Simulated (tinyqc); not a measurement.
MOSFET in the linear regime without short-channel effects, parameter extraction from computed curves: two steps of the calculation.

Inversion charge Q = Cox n Vt W0(exp((Vg - VT)/(n Vt))), W0 the Lambert function and n = nf; u = Q/Cox; mobility mu = mu0/(1 + th1 u + th2 u^2); channel resistance Rch = (L - dL)/(W mu Q); Id = Vd/(Rch + Rsd/W). Cox = eps0 eox/tox. Small Vd, no channel-length or drain effects.

Values chosen for this exercise; channel values of the order met in silicon transistors:

| symbol | value | unit | meaning |
|---|---|---|---|
| eox | 3.9 |  | relative permittivity of the gate insulator (close to silicon dioxide) |
| tox | 5 | nm | insulator thickness |
| mu0 | 180 | cm^2/(V s) | low-field mobility |
| th2 | 0.16 | 1/V^2 | second mobility attenuation factor |
| VT | 0.55 | V | threshold voltage |
| W | 1 | um | gate width |
| L | 0.05 | um | drawn gate length |
| dL | 0.017 | um | drawn less effective length |
| Vd | 0.025 | V | drain voltage |

Constants: eps0 = 8.8541878128e-14 F/cm where lengths are in cm. Results are converted to the units shown.

Question 1. Threshold and mobility at the peak transconductance. gm_i = (Id_(i+1) - Id_(i-1))/(Vg_(i+1) - Vg_(i-1)); at the point j of largest gm the tangent meets the axis at V_ext = Vg_j - Id_j/gm_j; field-effect mobility gm_j L/(W Cox Vd) with the drawn L.

```
point  Vg (V)        Id (uA)
0        0.35  3.9056717e-10
1        0.45   1.8484402e-5
2        0.55     0.49402776
3        0.65      7.0631800
4        0.75      14.196705
5        0.85      20.542620
6        0.95      26.072421
7        1.05      30.864655
8        1.15      35.009700
9        1.25      38.591838
10       1.35      41.685512
11       1.45      44.355238
```

Give: gm; j; V_ext; field-effect mobility.

Answer 1.

gm, point 1 to 10 (uS): 2.470  35.32  68.51  67.40  59.38  51.61  44.69  38.64  33.38  28.82
j = 3
V_ext = 0.5469 V
field-effect mobility = 198.4 cm^2/(V s)

V_ext is 3.1 mV below the model VT, and the mobility so found is 27 % below mu0 L/(L - dL) = 273 cm^2/(V s), the value for the drawn L; attenuation, series resistance and the slow approach of Q to a straight line all lower the peak gm.

Question 2. The Y function. Y_i = Id_i/sqrt(gm_i). For Id = beta Vd x/(1 + th x), x = Vg - VT, Y = sqrt(beta Vd) x whatever th. Slope s from points 7 and 10; VT_Y = Vg - Y/s at point 10; beta = s^2/Vd; mobility beta L/(W Cox) with the drawn L; th* = (beta Vd x/Id - 1)/x at point 10.

```
point  Vg (V)        Id (uA)
0        0.35  3.9056717e-10
1        0.45   1.8484402e-5
2        0.55     0.49402776
3        0.65      7.0631800
4        0.75      14.196705
5        0.85      20.542620
6        0.95      26.072421
7        1.05      30.864655
8        1.15      35.009700
9        1.25      38.591838
10       1.35      41.685512
11       1.45      44.355238
```

gm, point 1 to 10 (uS): 2.4701388  35.315807  68.513388  67.397201  59.378576  51.610174  44.686398  38.635914  33.379058  28.817000

Give: Y; s; VT_Y; beta; mobility from Y; th*.

Answer 2.

Y, point 1 to 10 (uA^0.5 V^0.5): 1.176e-5  0.08313  0.8533  1.729  2.666  3.629  4.617  5.632  6.680  7.765
s = 10.49 uA^0.5 V^-0.5
VT_Y = 0.6100 V
beta = 4405 uA/V^2
mobility from Y = 318.9 cm^2/(V s)
th* = 1.290 1/V

The mobility from Y is 17 % above mu0 L/(L - dL) = 273 cm^2/(V s), which it should reach in deep inversion when th2 = 0.

Computed by the program tinyqc: `OMP_NUM_THREADS=1 python tinyqc.py 2210001 2210002 out.jsonl`, one thread of a shared Intel Xeon 2.30GHz, about 0.01 s for the whole run.
